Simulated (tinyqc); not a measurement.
# Current of a Schottky diode by thermionic-emission-diffusion theory, and its read-back from I-V-T and C-V data, step by step

A worked calculation. Computed by tinyqc, a small Python program that keeps every step. Command: `OMP_NUM_THREADS=1 python tinyqc.py 3029413 3029414 out.jsonl schottky walk`. One thread of a shared host (Intel(R) Xeon(R) Processor @ 2.30GHz), about 0.01 s of CPU time with the checks. Intermediate numbers are printed to about 6 digits and carried at full precision; extremes and crossings named in words are read from the listed rows.

Full ionisation, no tunnelling, no recombination current. V is the voltage across the junction itself, forward positive.

Inputs (values chosen for the exercise, modelled on n-type GaAs):
```
quantity                                     value           unit
Richardson constant A*                           8   A/(cm^2 K^2)
effective density of states at 300 K, N_c  4.6e+17         1/cm^3
permittivity eps                              12.9              -
mobility mu                                   5000     cm^2/(V s)
barrier without image force phi_0 (mean)      0.87             eV
doping N                                   1.5e+16         1/cm^3
series resistance R_s                         0.29  milliohm cm^2
junction voltage V                            0.39              V
temperature T                                  300              K
standard deviation sigma                        46            meV
relative change of sigma^2 with bias, rho     0.76            1/V
```

Barrier: Gaussian spread of heights.

Constants: k_B = 8.617333262e-05 eV/K; e = 1.602176634e-19 C; eps_0 = 8.8541878128e-12 F/m.

## Barrier at the given bias

N_c(T) = N_c (T/300 K)^(3/2); V_bi = phi_0 - (k_B T/e) ln(N_c(T)/N); surface field F = sqrt(2 e N (V_bi - V - k_B T/e)/(eps eps_0)); image lowering d_phi = sqrt(e F/(4 pi eps eps_0)); effective barrier phi = phi_0 - d_phi - sigma^2 (1 - rho V)/(2 k_B T).

built-in voltage V_bi = 0.781504 V

surface field F = 39.2266 kV/cm

image lowering = 20.9253 meV

effective barrier phi = 0.820280 eV

## Current

Collection velocity v_R = A* T^2/(e N_c(T)); diffusion velocity v_D = mu F; J = e N_c(T) v_R/(1 + v_R/v_D) exp(-phi/k_B T) [exp(e V/k_B T) - 1]. Terminal voltage V + J R_s.

v_R = 9.76932e+06 cm/s

v_D = 1.96133e+08 cm/s

current density J = 0.0405360 A/cm^2

terminal voltage = 0.390012 V

v_D/v_R = 20.1: emission over the barrier limits the current.

## Read-back from the I-V curve

Ideality n = (e/k_B T)/(d ln J/dV) by a central difference of +/- 1 mV; J_0 = J exp(-e V/(n k_B T)); apparent barrier phi_IV = k_B T ln(A* T^2/J_0); a C-V plot gives phi_CV = phi_0, the mean without lowering.

ideality factor n = 1.04941

extrapolated J_0 = 2.31542e-08 A/cm^2

apparent barrier phi_IV = 0.803172 eV

phi_CV - phi_IV = 66.8276 meV

n exceeds 1 because forward bias lowers the field, which weakens the image lowering, and narrows the spread of barriers.

## Temperature series and Richardson plot

A least-squares line of ln(J_0/T^2) against 1/(k_B T) gives a barrier (minus the slope) and a Richardson constant (exp of the intercept).

At the same junction voltage:
```
T (K)  1/k_B T (1/eV)        n  J_0 (A/cm^2)  phi_IV (eV)  ln(J_0/T^2)
200           58.0226  1.06434   6.19874e-15     0.782290     -43.3111
250           46.4181  1.05497   4.75229e-11     0.794780     -34.8127
300           38.6817  1.04941   2.31542e-08     0.803172     -28.9887
350           33.1558  1.04616   2.18367e-06     0.809205     -24.7504
400           29.0113  1.04453   7.15477e-05     0.813735     -21.5281
450           25.7878  1.04422   1.14031e-03     0.817223     -18.9949
```

barrier from the Richardson plot = 0.754403 eV

Richardson constant from the plot = 1.38160 A/(cm^2 K^2)

From 200 to 450 K n goes from 1.064 to 1.044 and phi_IV from 0.782 to 0.817 eV. The plot returns 0.754 eV against phi_0 = 0.87 and a constant 0.173 times the true A*: a spread of barriers lets cold carriers pick the low patches, which bends the plot and lowers both numbers.

## Forward curve with series resistance

Terminal voltage V + J R_s; apparent ideality from neighbouring rows, (e/k_B T) dV_terminal/d ln J.

Forward curve; the last column belongs to the interval up to the next row:
```
V (V)   J (A/cm^2)  terminal voltage (V)  apparent n
0.182  1.85337e-05               0.18200     1.04436
0.253  2.57070e-04               0.25300     1.04623
0.324  3.54901e-03               0.32400     1.04852
0.395  4.87388e-02               0.39501     1.05392
0.466  6.64422e-01               0.46619     1.09159
0.537  8.95610e+00               0.53960     1.53935
0.608  1.18360e+02               0.64232     7.16998
0.679  1.49423e+03               1.11233           -
```

The resistance takes over where J R_s exceeds k_B T/e, at J = 89.1 A/cm^2; the apparent ideality climbs from 1.04 to 7.17, so barrier and n must be read below that current.

Checks made by the program: v_D = mu F against the drift-diffusion integral over the parabolic barrier, a ratio 2 y Dawson(y) with y^2 = (V_bi - V)/(k_B T/e) - 1 (relative difference 4e-02).
